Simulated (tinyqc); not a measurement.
Inside a calculation. Method: Born-Oppenheimer dynamics on the RHF/sto-3g surface (energies and gradients from PySCF), for H4, spin multiplicity 1. One step of it, computed by the program tinyqc.

Task: Velocity Verlet step 1. dt = 0.5 fs = 20.6707 atomic units; x' = x + v dt - g dt^2 / (2m); after the new gradient g', v' = v - (g + g') dt / (2m).

positions (bohr), order 1H, 2H, 3H, 4H:
$$\begin{pmatrix}
0.086927 & -0.128501 & -0.149288 \\
-0.037795 & 0.035905 & 1.787681 \\
0.024566 & 2.282789 & -0.064251 \\
0.041574 & 2.248774 & 1.812247
\end{pmatrix}$$

velocities (bohr per atomic time unit), order 1H, 2H, 3H, 4H:
$$\begin{pmatrix}
0.000310000 & -0.000623500 & -0.000591750 \\
-0.000350000 & 0.000248500 & 0.000304250 \\
-0.000026000 & 0.000277500 & -0.000147750 \\
0.000066000 & 0.000097500 & 0.000435250
\end{pmatrix}$$

gradient (hartree/bohr), order 1H, 2H, 3H, 4H:
$$\begin{pmatrix}
0.01051109 & 0.13602490 & -0.17186069 \\
-0.00937375 & 0.16260367 & 0.18116745 \\
-0.00066395 & -0.14516887 & -0.17825979 \\
-0.00047339 & -0.15345970 & 0.16895303
\end{pmatrix}$$

masses (electron masses): 1H 1837.152588, 2H 1837.152588, 3H 1837.152588, 4H 1837.152588

gradient after step 1 (hartree/bohr), order 1H, 2H, 3H, 4H:
$$\begin{pmatrix}
0.01155813 & 0.12433265 & -0.16931652 \\
-0.01035762 & 0.15487650 & 0.17824601 \\
-0.00088628 & -0.13523727 & -0.17410764 \\
-0.00031423 & -0.14397188 & 0.16517815
\end{pmatrix}$$

Give: positions after step 1; velocities after step 1.

Result:

positions after step 1 (bohr), order 1H, 2H, 3H, 4H:
$$\begin{pmatrix}
0.092 & -0.157 & -0.142 \\
-0.044 & 0.022 & 1.773 \\
0.024 & 2.305 & -0.047 \\
0.043 & 2.269 & 1.802
\end{pmatrix}$$

velocities after step 1 (bohr per atomic time unit), order 1H, 2H, 3H, 4H:
$$\begin{pmatrix}
0.000186 & -0.002088 & 0.001328 \\
-0.000239 & -0.001538 & -0.001718 \\
-0.000017 & 0.001855 & 0.001835 \\
0.000070 & 0.001771 & -0.001444
\end{pmatrix}$$
